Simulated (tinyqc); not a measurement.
Gain spectrum: optical gain and spontaneous emission in a bulk direct-gap semiconductor.

Parabolic bands, vertical transitions, no excitons. For each hole band j: mr = me mj/(me + mj); joint density of states J_j(E) = (mr/c)^(3/2) sqrt(E - Eg)/(2 pi^2), both spins, c = hbar^2/2m0; averaged matrix element |e.p|^2 = m0 Ep/6; alpha_j(E) = 4 pi^2 alpha_f c Ep J_j/(3 nr E) in 1/angstrom (alpha_f the fine-structure constant, listed as alpha among the constants), times 1e8 for 1/cm.

F_j(eta) = (1/Gamma(j + 1)) integral_0^infinity x^j dx/(1 + exp(x - eta)), which tends to exp(eta) for eta << 0.

Quasi-Fermi levels: n = Nc F_1/2(Fc/kT) and p = Nv F_1/2(Fv/kT), Fc counted up from the conduction edge and Fv down from the valence edge; Nc, Nv from N = 2 (m kB T/(4 pi c))^(3/2) with c = hbar^2/2m0, in 1/angstrom^3; times 1e24 for 1/cm^3, with me and (mhh^(3/2) + mlh^(3/2))^(2/3).

For band j the electron sits at Ee = (E - Eg) mr/me above its edge and the hole at Eh = (E - Eg) mr/mj; fe = 1/(1 + exp((Ee - Fc)/kT)), fh = 1/(1 + exp((Eh - Fv)/kT)); gain g = sum_j alpha_j (fe + fh - 1).

Constants: hbar^2/2m0 = 3.80998211 eV angstrom^2; fine-structure constant alpha = 0.007297352564; kB = 8.617333262e-05 eV/K.

Parameters, chosen for this exercise (near those of GaAs; the results hold for these values, not for the real material):

| symbol | value | unit | meaning |
|---|---|---|---|
| Eg | 1.409 | eV | direct gap |
| me | 0.0648 | m0 | electron mass |
| mhh | 0.525 | m0 | heavy-hole mass |
| mlh | 0.0828 | m0 | light-hole mass |
| Ep | 25.2 | eV | Kane energy |
| nr | 3.55 |  | refractive index |
| T | 350 | K |  |
| n | 4.8e+18 | 1/cm^3 | injected density, n = p |

At the density n.

Spectrum:

| E - Eg (eV) | alpha, empty (1/cm) | fe, heavy | fh, heavy | g (1/cm) |
|---|---|---|---|---|
| 0.005 | 1839 | 0.993 | 0.296 | 526 |
| 0.010 | 2591 | 0.992 | 0.292 | 719 |
| 0.020 | 3639 | 0.990 | 0.285 | 950 |
| 0.045 | 5365 | 0.978 | 0.267 | 1179 |
| 0.060 | 6131 | 0.967 | 0.256 | 1186 |
| 0.080 | 6985 | 0.942 | 0.243 | 1074 |
| 0.100 | 7706 | 0.900 | 0.229 | 803 |
| 0.130 | 8615 | 0.787 | 0.211 | -16 |
| 0.170 | 9602 | 0.532 | 0.187 | -2075 |
| 0.220 | 10588 | 0.206 | 0.161 | -5319 |

Give the missing row, E - Eg (eV) = 0.030.

Computed row:
```
E - Eg (eV)  alpha, empty (1/cm)  fe, heavy  fh, heavy  g (1/cm)
0.030                       4426      0.986      0.278      1083
```

Fc + Fv = 0.1296 eV

g is positive below E - Eg = 0.1296 eV; the largest value listed is 1186 1/cm at 0.060 eV. At 0.220 eV above the gap g is -0.50 times the absorption of the empty crystal, whose limit is -1.

Run: tinyqc, `OMP_NUM_THREADS=1 python tinyqc.py 1681932 1681933 out.jsonl`; Intel(R) Xeon(R) Processor @ 2.30GHz, one thread, shared host; about 0.08 s of CPU time with all checks.
